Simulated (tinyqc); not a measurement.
# Voltage drop against the factor on the load at the hot node

A grid of 17 by 17 nodes with segments Rx (rows) and Ry (columns); every node draws I1 and the central node kh I1; pads with resistance Rp sit at the nodes whose row and column are multiples of the pitch, counting from 0. The drops u = Vdd - V follow from G u = i, with G the conductance matrix and i the load currents, solved directly. Here the pitch is 8.

Inputs (values chosen for the exercise): supply voltage Vdd = 0.75 V; resistance of a horizontal segment Rx = 0.16 ohm; resistance of a vertical segment Ry = 0.54 ohm; resistance from a pad node to the supply Rp = 0.11 ohm; load current of a node in the large grid I1 = 1.1 mA.

Result of one run:

| pads | worst drop (mV) | mean drop (mV) | largest drop at a pad (mV) | largest pad current (mA) | worst drop over Vdd (%) |
|---|---|---|---|---|---|
| 9 | 12.929 | 10.892 | 6.5747 | 59.770 | 1.7239 |

Which factor on the load at the hot node kh gave this result: 2, 5, 10 or 100?

kh = 10.

The whole series:

| kh | pads | worst drop (mV) | mean drop (mV) | largest drop at a pad (mV) | largest pad current (mA) | worst drop over Vdd (%) |
|---|---|---|---|---|---|---|
| 1 | 9 | 12.703 | 10.709 | 5.8614 | 53.286 | 1.6938 |
| 2 | 9 | 12.726 | 10.729 | 5.9407 | 54.006 | 1.6968 |
| 5 | 9 | 12.795 | 10.790 | 6.1784 | 56.168 | 1.7060 |
| 10 | 9 | 12.929 | 10.892 | 6.5747 | 59.770 | 1.7239 |
| 20 | 9 | 13.205 | 11.094 | 7.3673 | 66.976 | 1.7607 |
| 50 | 9 | 14.042 | 11.703 | 9.7451 | 88.592 | 1.8723 |
| 100 | 9 | 15.464 | 12.717 | 13.708 | 124.62 | 2.0619 |

The worst drop rises from 12.7 to 15.5 mV and the mean drop rises from 10.7 to 12.7 mV. The central node is itself a pad. The drops are linear in the loads, so the mean grows by 0.0203 mV for each unit of kh in every row.

Numbers from tinyqc (`OMP_NUM_THREADS=1 python tinyqc.py 2770173 2770174 out.jsonl`; about 0.07 s on one thread of a shared Intel Xeon 2.30GHz).
